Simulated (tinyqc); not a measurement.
Pillar capacitor in an array: capacitance, non-linearity, leakage and relaxation: one step of the calculation.

A film between two metal electrodes, each interface adding a series capacitance ci. The small-signal permittivity is ek (1 + aq E^2); the field is found with the linear permittivity. Leakage J = J0 sinh(E/Ef). After a voltage step the film passes a relaxation current kr C V tt^(-nr), tt being the time in seconds. The sidewall is a coaxial capacitor with radii a = dm/2 and b = dm/2 + t, depth AR dm; the end face is left out.

Question. Cell capacitance, fields and time constant. Per length 1/c = ln(b/a)/(2 pi eps0 ek) + (1/a + 1/b)/(2 pi ci); cell capacitance c AR dm; per footprint over pt^2; fields c V/(2 pi eps0 ek r) at r = a and b; resistance of the inner electrode rho AR dm/(pi a^2); time constant R C/3 of the distributed line.

Inputs (values chosen for the exercise); permittivity of the order of that of hafnium oxide:

| symbol | value | unit | meaning |
|---|---|---|---|
| ek | 19.9 |  | relative permittivity of the film |
| t | 8.2 | nm | film thickness |
| ci | 270 | uF/cm^2 | capacitance of each electrode interface (dead layer and screening) |
| V | 2.4 | V | bias |
| dm | 57 | nm | diameter of the pillar |
| AR | 20 |  | aspect ratio, depth over diameter |
| pt | 140 | nm | pitch of the square array |
| rho | 300 | uohm cm | resistivity of the inner electrode |

Constants: eps0 = 8.8541878128e-14 F/cm where lengths are in cm. Results are converted to the units shown.

Wanted: a; b; cell capacitance; capacitance per footprint; field at a; field at b; R; R C/3.

Answer.

a = 28.50 nm
b = 36.70 nm
cell capacitance = 4.912 fF
capacitance per footprint = 25.06 uF/cm^2
field at a = 3.277 MV/cm
field at b = 2.545 MV/cm
R = 1.340 kohm
R C/3 = 2.194 ps

The array gives 11.8 times the planar capacitance per footprint; curvature makes the field at the inner electrode 1.14 times the planar value.

Program tinyqc, `OMP_NUM_THREADS=1 python tinyqc.py 2102191 2102192 out.jsonl`; Intel Xeon 2.30GHz, shared host, one thread, about 0.01 s.
